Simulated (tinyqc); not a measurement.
Inside a calculation. Method: CIS on RHF in the sto-3g basis, for H6, spin multiplicity 1. One step of it, computed by the program tinyqc.

Question. CIS matrix, singlets. A(ia,jb) = (e_a - e_i) d_ij d_ab + 2 (ia|jb) - (ij|ab).

orbital energies (hartree): MO1 -0.657268, MO2 -0.537994, MO3 -0.359071, MO4 0.264075, MO5 0.617202, MO6 1.013162

Two-electron integrals over orbitals (pq|rs), unique and non-zero (hartree):
```
(11|11) 0.422414    (21|21) 0.129823    (22|11) 0.337183    (22|22) 0.378957
(31|11) -0.080509   (31|22) 0.038303    (31|31) 0.111845    (32|21) 0.109959
(32|32) 0.132921    (33|11) 0.371730    (33|22) 0.345243    (33|31) -0.029388
(33|33) 0.373811    (41|21) -0.046245   (41|32) 0.011110    (41|41) 0.080992
(42|11) -0.071790   (42|22) -0.005715   (42|31) 0.057483    (42|33) -0.007944
(42|42) 0.081600    (43|21) 0.075868    (43|32) 0.076101    (43|41) -0.012132
(43|43) 0.094521    (44|11) 0.375432    (44|22) 0.347855    (44|31) -0.028525
(44|33) 0.366212    (44|42) -0.018944   (44|44) 0.380873    (51|11) 0.006316
(51|22) 0.033566    (51|31) 0.030034    (51|33) -0.014459   (51|42) -0.032424
(51|44) -0.004554   (51|51) 0.052513    (52|21) 0.036005    (52|32) -0.001129
(52|41) -0.054250   (52|43) -0.036392   (52|52) 0.087004    (53|11) 0.077027
(53|22) 0.009235    (53|31) -0.060822   (53|33) 0.020446    (53|42) -0.076286
(53|44) 0.016605    (53|51) 0.025579    (53|53) 0.082171    (54|21) -0.112322
(54|32) -0.126588   (54|41) -0.001050   (54|43) -0.077446   (54|52) -0.002282
(54|54) 0.135976    (55|11) 0.354733    (55|22) 0.385368    (55|31) 0.027279
(55|33) 0.359307    (55|42) -0.011686   (55|44) 0.367653    (55|51) 0.032556
(55|53) 0.014240    (55|55) 0.410996    (61|21) 0.001676    (61|32) -0.021118
(61|41) -0.029820   (61|43) 0.044458    (61|52) -0.032459   (61|54) 0.018339
(61|61) 0.068395    (62|11) -0.009462   (62|22) -0.035777   (62|31) -0.027888
(62|33) 0.005536    (62|42) 0.028010    (62|44) 0.007475    (62|51) -0.047598
(62|53) -0.029948   (62|55) -0.035309   (62|62) 0.049848    (63|21) -0.047643
(63|32) 0.003437    (63|41) 0.075771    (63|43) -0.014054   (63|52) -0.053928
(63|54) -0.003746   (63|61) -0.028714   (63|63) 0.080760    (64|11) -0.083126
(64|22) 0.030802    (64|31) 0.107371    (64|33) -0.031709   (64|42) 0.059516
(64|44) -0.032811   (64|51) 0.027111    (64|53) -0.062134   (64|55) 0.030239
(64|62) -0.027390   (64|64) 0.116470    (65|21) -0.132911   (65|32) -0.114921
(65|41) 0.047140    (65|43) -0.080680   (65|52) -0.037501   (65|54) 0.121065
(65|61) -0.002373   (65|63) 0.052654    (65|65) 0.150153    (66|11) 0.450897
(66|22) 0.360890    (66|31) -0.086845   (66|33) 0.400149    (66|42) -0.079027
(66|44) 0.408818    (66|51) 0.007299    (66|53) 0.086804    (66|55) 0.389428
(66|62) -0.011338   (66|64) -0.096001   (66|66) 0.508190
```

Give: CIS matrix A, singlet.

Answer.

CIS matrix A, singlet (hartree):
```
        1>4     1>5      1>6      2>4     2>5     2>6      3>4      3>5
1>4  0.7079  0.0000   0.0235   0.0000  0.0038  0.0000   0.0043   0.0000
1>5  0.0000  1.0248   0.0000   0.0475  0.0000  0.0377   0.0000   0.0239
1>6  0.0235  0.0000   1.3563   0.0000  0.0680  0.0000  -0.0185   0.0000
2>4  0.0000  0.0475   0.0000   0.6174  0.0000  0.0252   0.0000  -0.0260
2>5  0.0038  0.0000   0.0680   0.0000  0.9438  0.0000   0.0538   0.0000
2>6  0.0000  0.0377   0.0000   0.0252  0.0000  1.2900   0.0000   0.0550
3>4  0.0043  0.0000  -0.0185   0.0000  0.0538  0.0000   0.4460   0.0000
3>5  0.0000  0.0239   0.0000  -0.0260  0.0000  0.0550   0.0000   0.7813
3>6  0.0442  0.0000   0.0294   0.0000  0.0071  0.0000   0.0036   0.0000

        3>6
1>4  0.0442
1>5  0.0000
1>6  0.0294
2>4  0.0000
2>5  0.0071
2>6  0.0000
3>4  0.0036
3>5  0.0000
3>6  1.1336
```
